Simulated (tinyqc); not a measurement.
Force balance against energy balance: elastic strain and critical thickness of a cubic alloy layer A(1-x)B(x) on a thick substrate. Computed by tinyqc, a small Python program. Command: `OMP_NUM_THREADS=1 python tinyqc.py 3005771 3005772 out.jsonl misfit walk`. One thread of a shared host (Intel(R) Xeon(R) Processor @ 2.30GHz), about 0.01 s of CPU time with the checks.

Strain is positive in tension. The layer is coherent with the substrate unless said otherwise.

Inputs (values chosen for the exercise, modelled on Ga(1-x)In(x)As on GaAs):

| quantity | value | unit |
|---|---|---|
| fraction x of B | 0.36 | - |
| lattice constant a_A | 5.653 | angstrom |
| lattice constant a_B | 6.058 | angstrom |
| substrate lattice constant a_S | 5.653 | angstrom |

Growth plane: (111). Layer: buried under a thick cap. Misfit dislocation: 60-degree.

C11, C12, C44 of A (GPa): 117.2  53.78  59.97

C11, C12, C44 of B (GPa): 84.41  45.29  39.34

Method:
- a = (1 - x) a_A + x a_B, the same rule for each C_ij; misfit f = (a_S - a)/a, the in-plane strain of the coherent layer.
- Voigt averages: G = (C11 - C12 + 3 C44)/5, B = (C11 + 2 C12)/3, nu = (3 B - 2 G)/(2 (3 B + G)); b = a/sqrt(2). The 60-degree dislocation has cos alpha = 1/2, and cos lambda = sqrt(3)/6 on (111), for glide on an inclined {111} plane.
- Matthews-Blakeslee: h_c = A [ln(h_c/b) + 1], A = b (1 - nu cos^2 alpha)/(4 pi |f| (1 + nu) cos lambda), the factor 4 pi being that of a buried layer, with a dislocation at both interfaces.
- People-Bean: h_c = P ln(h_c/b), P = (1 - nu)/(1 + nu) b^2/(16 pi sqrt(2) a f^2). The misfit is scaled by 0.25, 0.4, 0.6, 1, 1.5, 2.2 at fixed a, b and nu; the upper root is taken, and rows with A < 1.3 b or P < 3 b, where the roots shrink to the core size or vanish, are left out.

misfit f = -0.0251431

prefactor A = 3.39145 nm

Poisson ratio nu = 0.244526

Burgers vector b = 0.410037 nm

free lattice constant a = 5.7988 angstrom

Critical thickness:

| \|f\| (%) | Matthews-Blakeslee (nm) | People-Bean (nm) | ratio |
|---|---|---|---|
| 0.6286 | 86.103 | 436.84 | 5.0734 |
| 1.0057 | 49.042 | 143.37 | 2.9234 |
| 1.5086 | 29.897 | 52.86 | 1.7682 |
| 2.5143 | 15.769 | 13.76 | 0.8726 |
| 3.7715 | 9.325 | 3.94 | 0.4223 |

What follows from these numbers?

The exponents d ln h_c/d ln f are -1.20 and -2.37 between the first rows, steeper than the -1 and -2 of the prefactors because of the logarithm. The ratio falls from 5.07 to 0.422 as the misfit grows, so the two criteria cross. Where People-Bean lies above, a layer between the lines is metastable: dislocations would lower the energy but have to be nucleated; where it falls below, it is out of its range. People-Bean has no form for a buried layer. Above about 2 % misfit islands may come first.

Extremes, crossings and ranges named in words are read from the listed rows.
